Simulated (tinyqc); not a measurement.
Magnetoresistance against angle.

Conductance G = G0 (1 + P1 P2 cos(phi)) at low bias, phi the angle between the magnetisations, normalised to Rp = RA/area at phi = 0.

Values chosen for this exercise:
```
symbol,value,unit,meaning
Dm,52,nm,diameter
P1,0.73,,spin polarisation of the reference layer
P2,0.6,,spin polarisation of the free layer
RA,8.5,ohm um^2,"resistance-area product, parallel state"
```

Result of one run:

| phi (degree) | R (kohm) | R/Rp - 1 (%) | share of the full TMR (%) |
|---|---|---|---|
| 0 | 4.002 | 0 | 0 |

What becomes of these results when the angle phi is changed from 0 to 70 degree, all else the same?

Result of the changed run:

| phi (degree) | R (kohm) | R/Rp - 1 (%) | share of the full TMR (%) |
|---|---|---|---|
| 70 | 5.006 | 25.06 | 16.08 |

The whole series:

| phi (degree) | R (kohm) | R/Rp - 1 (%) | share of the full TMR (%) |
|---|---|---|---|
| 0 | 4.002 | 0 | 0 |
| 20 | 4.077 | 1.871 | 1.201 |
| 45 | 4.394 | 9.795 | 6.284 |
| 70 | 5.006 | 25.06 | 16.08 |
| 90 | 5.755 | 43.80 | 28.10 |
| 110 | 6.770 | 69.14 | 44.36 |
| 135 | 8.338 | 108.3 | 69.49 |
| 160 | 9.781 | 144.4 | 92.63 |
| 180 | 10.24 | 155.9 | 100.0 |

R rises from 4.00 to 10.2 kohm, TMR0 = 156 %. It is the conductance that follows cos(phi), so at 90 degrees R has covered only (1 - P1 P2)/2 = 28.1 % of its range.

Computed by the program tinyqc: `OMP_NUM_THREADS=1 python tinyqc.py 2450058 2450059 out.jsonl`, one thread of a shared Intel Xeon 2.30GHz, about 0.01 s for the whole run.
